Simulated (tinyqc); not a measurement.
Heavy doping: band filling, gap narrowing, band tails and the effective intrinsic density: one step, computed by the program tinyqc. Command: `OMP_NUM_THREADS=1 python tinyqc.py 3031559 3031560 out.jsonl gapnarrow walk`. One thread of a shared host (Intel(R) Xeon(R) Processor @ 2.30GHz), about 0.02 s of CPU time with the checks.

An n-type crystal above its Mott density, with all dopants ionised: n = N_D - N_A, ionised centres N_I = N_D + N_A. Valleys are taken as spherical with mass m_e.

Task: What optics and devices see. n = M_c (1/(2 pi^2)) (m_e/(hbar^2/2m_0))^(3/2) int sqrt(E (1 + aE)) (1 + 2 aE) f dE with a = (1 - m_e)^2/E_g, f = 1/(1 + exp((E - E_F)/k_B T)); trapezoid rule in t = sqrt(E/k_B T), step 0.02 up to 12; E_F by bisection from the band edge. Absorption edge of a direct gap, from the valence band at k_F (T = 0 value) to the Fermi level: E_g - narrowing + E_F + (hbar^2/2m_0) k_F^2/m_h, k_F = (3 pi^2 n)^(1/3); the shift is the edge less E_g. n p/n_i^2 = exp(narrowing/k_B T) x (n/N) exp(-E_F/k_B T), N being the limit of n exp(-E_F/k_B T) far below the edge (taken at E_F = -12 k_B T); apparent narrowing = k_B T ln(n p/n_i^2).

Inputs (values chosen for the exercise, for a model semiconductor):
```
quantity           value  unit
gap E_g             5.36    eV
electron mass m_e  0.221   m_0
valleys M_c            1     -
hole mass m_h       2.28   m_0
temperature T        300     K
```

Conduction band: non-parabolic (Kane).

n = 2.80e+19 cm^-3

E_F above the band edge = 145.4328 meV

gap narrowing = 135.7121 meV

Constants: k_B = 8.617333262e-05 eV/K; hbar^2/(2 m_0) = 3.80998212 eV angstrom^2.

Give: shift of the absorption edge; absorption edge; apparent narrowing; log10(n p/n_i^2).

Result:

shift of the absorption edge = 24.47 meV

absorption edge = 5.384 eV

apparent narrowing = 51.37 meV

log10(n p/n_i^2) = 0.8629

Degeneracy takes back 84.3 meV of the 135.7 meV of narrowing, and the minority density stays above its ideal value n_i^2/n. Caution: V_rms exceeds both E_F and k_B T, so band tails reshape the edge. Caution: the screening length is well below a*, where static Thomas-Fermi screening overstates the Coulomb hole.
